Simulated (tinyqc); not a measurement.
Inside a calculation. Method: plane-wave Kohn-Sham cycle with exchange-only LDA in a layered model solid. Computed by tinyqc, a small Python program that keeps every step. Settings: points = 16, plane-wave index or count = 3, electrons = 2, k points = 4, area = 35.0, mixing = 0.5, iteration cap = 76, Pulay depth = 5. Command: `OMP_NUM_THREADS=1 python tinyqc.py 27033 27034 out.jsonl` (the two numbers bound the seeds that draw the settings). One thread of a shared host (Intel(R) Xeon(R) Processor @ 2.60GHz), about 0.01 s of CPU time with the checks. Later iterations appear only in the table of the cycle.

## Iteration 1: potential

A solid whose potential varies along x alone (atomic units):
```
parameter                      value
period a                    7.100000
cross-section of the cell  35.000000
electrons per cell                 2
grid points                       16
plane waves -n..n, n               3
k points                           4
V1 in V1 cos(2 pi x/a)     -0.570000
```

density at the start, on the grid x_j = j a/N (e/bohr^3): 0.008048  0.008048  0.008048  0.008048  0.008048  0.008048  0.008048  0.008048  0.008048  0.008048  0.008048  0.008048  0.008048  0.008048  0.008048  0.008048

V_H(G) = 4 pi rho(G)/G^2 for G != 0 (uniform background); v_x = -(3 rho/pi)^(1/3); V = V_ext + V_H + v_x; Fourier components f(G_m) = (1/N) sum_j f(x_j) exp(-i G_m x_j).

Potentials on the grid (hartree):
```
x         V_ext     V_H      v_x        V
0.0000  -0.5700  0.0000  -0.1973  -0.7673
0.4437  -0.5266  0.0000  -0.1973  -0.7240
0.8875  -0.4031  0.0000  -0.1973  -0.6004
1.3313  -0.2181  0.0000  -0.1973  -0.4155
1.7750        0  0.0000  -0.1973  -0.1973
2.2188   0.2181  0.0000  -0.1973   0.0208
2.6625   0.4031  0.0000  -0.1973   0.2057
3.1063   0.5266  0.0000  -0.1973   0.3293
3.5500   0.5700  0.0000  -0.1973   0.3727
3.9937   0.5266  0.0000  -0.1973   0.3293
4.4375   0.4031  0.0000  -0.1973   0.2057
4.8812   0.2181  0.0000  -0.1973   0.0208
5.3250        0  0.0000  -0.1973  -0.1973
5.7687  -0.2181  0.0000  -0.1973  -0.4155
6.2125  -0.4031  0.0000  -0.1973  -0.6004
6.6562  -0.5266  0.0000  -0.1973  -0.7240
```

V(G_m), m = 0, 1, 2, ... (hartree): -0.1973  -0.2850  0.0000  0.0000  0.0000  0.0000  0.0000

## Iteration 1: Hamiltonian at one k

k = 0.1250 2 pi / a

H(m,m') = (k + G_m)^2/2 delta + V(G_m - G_m'), with V(-G) = V(G).

H (hartree), lower triangle:
```
         -3       -2       -1       +0       +1       +2      +3
-3   3.0393
-2  -0.2850   1.1793
-1   0.0000  -0.2850   0.1025
+0   0.0000   0.0000  -0.2850  -0.1912
+1   0.0000   0.0000   0.0000  -0.2850   0.2982
+2   0.0000   0.0000   0.0000   0.0000  -0.2850   1.5709
+3   0.0000   0.0000   0.0000   0.0000   0.0000  -0.2850  3.6266
```

## Iteration 1: levels at that k

Diagonalise the Hermitian matrix.

eigenvalues (hartree): -0.4620  0.1118  0.4192  1.2123  1.5958  3.0826  3.6658

## Iteration 1: new density

Motion across x is left out: the lowest 1 band(s) hold two electrons at each of the k points (j + 1/2)/nk - 1/2. Residual R = rho(out) - rho(in); rho(new) = rho(in) + 0.5 R. rho(out) = 2/(a A nk) sum |psi|^2 with psi = sum c exp(i G x). Harris energy E = band energy - dV sum rho (V_H/2 + v_x) + (3/4) dV sum rho v_x with rho(in), dV = a A/N, band energy = (2/nk) sum of the filled levels.

rho(out) (e/bohr^3): 0.024604  0.021825  0.015299  0.008594  0.003972  0.001571  0.000561  0.000203  0.000118  0.000203  0.000561  0.001571  0.003972  0.008594  0.015299  0.021825

density after iteration 1 (e/bohr^3): 0.016326  0.014937  0.011674  0.008321  0.006010  0.004810  0.004305  0.004125  0.004083  0.004125  0.004305  0.004810  0.006010  0.008321  0.011674  0.014937

energy per cell = -0.821663 hartree

## Iteration 2: potential

As before.

Potentials on the grid (hartree):
```
x         V_ext      V_H      v_x        V
0.0000  -0.5700   0.1002  -0.2498  -0.7196
0.4437  -0.5266   0.0903  -0.2425  -0.6789
0.8875  -0.4031   0.0637  -0.2234  -0.5628
1.3313  -0.2181   0.0281  -0.1996  -0.3896
1.7750        0  -0.0084  -0.1790  -0.1874
2.2188   0.2181  -0.0400  -0.1662   0.0119
2.6625   0.4031  -0.0638  -0.1602   0.1791
3.1063   0.5266  -0.0784  -0.1579   0.2903
3.5500   0.5700  -0.0833  -0.1574   0.3294
3.9937   0.5266  -0.0784  -0.1579   0.2903
4.4375   0.4031  -0.0638  -0.1602   0.1791
4.8812   0.2181  -0.0400  -0.1662   0.0119
5.3250        0  -0.0084  -0.1790  -0.1874
5.7687  -0.2181   0.0281  -0.1996  -0.3896
6.2125  -0.4031   0.0637  -0.2234  -0.5628
6.6562  -0.5266   0.0903  -0.2425  -0.6789
```

V(G_m), m = 0, 1, 2, ... (hartree): -0.1916  -0.2623  -0.0019  0.0000  0.0001  0.0000  0.0000

## Iteration 2: Hamiltonian at one k

k = 0.1250 2 pi / a

As before.

H (hartree), lower triangle:
```
         -3       -2       -1       +0       +1       +2      +3
-3   3.0450
-2  -0.2623   1.1851
-1  -0.0019  -0.2623   0.1082
+0   0.0000  -0.0019  -0.2623  -0.1854
+1   0.0001   0.0000  -0.0019  -0.2623   0.3040
+2   0.0000   0.0001   0.0000  -0.0019  -0.2623   1.5766
+3   0.0000   0.0000   0.0001   0.0000  -0.0019  -0.2623  3.6324
```

## Iteration 2: levels at that k

As before.

eigenvalues (hartree): -0.4258  0.1261  0.4080  1.2128  1.5977  3.0817  3.6656

## Iteration 2: new density

B (overlaps of the stored error matrices):
```
               1              2
1  1.1746782e-03  5.6249229e-04
2  5.6249229e-04  2.6954866e-04
```

Motion across x is left out: the lowest 1 band(s) hold two electrons at each of the k points (j + 1/2)/nk - 1/2. Residual R = rho(out) - rho(in); rho(new) = rho(in) + 0.5 R; Pulay mixing then takes sum c_i of the stored mixed densities, with c from B_ij = sum R_i R_j as in DIIS. rho(out) = 2/(a A nk) sum |psi|^2 with psi = sum c exp(i G x). Harris energy E = band energy - dV sum rho (V_H/2 + v_x) + (3/4) dV sum rho v_x with rho(in), dV = a A/N, band energy = (2/nk) sum of the filled levels.

rho(out) (e/bohr^3): 0.024096  0.021466  0.015244  0.008756  0.004178  0.001722  0.000647  0.000249  0.000152  0.000249  0.000647  0.001722  0.004178  0.008756  0.015244  0.021466

DIIS coefficients: -0.9176  1.9176

density after iteration 2 (e/bohr^3): 0.023776  0.021197  0.015097  0.008738  0.004253  0.001849  0.000798  0.000408  0.000314  0.000408  0.000798  0.001849  0.004253  0.008738  0.015097  0.021197

energy per cell = -0.775737 hartree

## Convergence

Stop when sqrt(dV sum R^2) is below 1e-8, dV = a A/N.

Course of the cycle:
```
iteration  E (hartree)  norm of the residual
1            -0.821663              1.35e-01
2            -0.775737              6.47e-02
3            -0.764438              2.34e-03
4            -0.764471              1.22e-03
5            -0.764475              2.15e-05
6            -0.764475              9.86e-06
7            -0.764475              1.76e-06
8            -0.764475              1.06e-07
9            -0.764475              4.19e-11
```

Converged in 9 iterations. Before convergence this energy mixes input and output and is not variational, so it may rise towards its limit.
